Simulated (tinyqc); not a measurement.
Binary melting diagram from solution models of liquid and solid. Crossing the lens. Computed by tinyqc, a small Python program. Command: `OMP_NUM_THREADS=1 python tinyqc.py 3002293 3002294 out.jsonl melt sweep`. One thread of a shared host (Intel(R) Xeon(R) Processor @ 2.30GHz), about 0.01 s of CPU time with the checks.

x is the fraction of B. In a phase with interaction L: mu_A = G_A + R T ln(1 - x) + L x^2, mu_B = G_B + R T ln x + L (1 - x)^2. Melting: G(liquid) - G(solid) = H (1 - T/T_m) for each pure component.

Inputs (values chosen for the exercise, for a model alloy):

| quantity | value | unit |
|---|---|---|
| melting point T_A | 1460 | K |
| melting point T_B | 550 | K |
| heat of melting H_A | 39.1 | kJ/mol |
| heat of melting H_B | 13.7 | kJ/mol |
| liquid interaction L_L | 4.9 | kJ/mol |
| solid interaction L_S | 0.82 | kJ/mol |

Diagram: complete solid solution (lens).

Constants: R = 8.314462618 J/(mol K).

Method. T = T_A + u (T_B - T_A). The ideal solution has k_A = exp(dG_A/(R T)) = (1 - xs)/(1 - xl) and k_B = exp(dG_B/(R T)) = xs/xl, so xl = (1 - k_A)/(k_B - k_A). Equal potentials: F_A = dG_A + R T ln[(1 - xl)/(1 - xs)] + L_L xl^2 - L_S xs^2 = 0, F_B = dG_B + R T ln(xl/xs) + L_L (1 - xl)^2 - L_S (1 - xs)^2 = 0. Newton steps from the ideal values with the exact Jacobian, halved if x would leave (0, 1); stop below 1e-12, residuals under 1e-7 shown as 0.

One run for each value:

| position of T, (T - T_A)/(T_B - T_A) | T (K) | liquidus xl | solidus xs | ideal liquidus xl |
|---|---|---|---|---|
| 0.06 | 1405.4 | 0.15367 | 0.03137 | 0.13717 |
| 0.17 | 1305.3 | 0.42056 | 0.08111 | 0.36085 |
| 0.28 | 1205.2 | 0.63624 | 0.12508 | 0.54832 |
| 0.39 | 1105.1 | 0.78701 | 0.16832 | 0.69980 |
| 0.50 | 1005.0 | 0.88417 | 0.21613 | 0.81628 |
| 0.61 | 904.9 | 0.94328 | 0.27570 | 0.89989 |
| 0.72 | 804.8 | 0.97650 | 0.35984 | 0.95421 |
| 0.83 | 704.7 | 0.99276 | 0.49639 | 0.98448 |
| 0.94 | 604.6 | 0.99893 | 0.75470 | 0.99749 |

Over the rows, T (K) falls from 1410 to 605 (exponent d ln y / d ln x -0.071 between the first rows and -1.2 between the last); liquidus xl rises from 0.154 to 0.999 (exponent d ln y / d ln x 0.97 between the first rows and 0.050 between the last); solidus xs rises from 0.0314 to 0.755 (exponent d ln y / d ln x 0.91 between the first rows and 3.4 between the last).
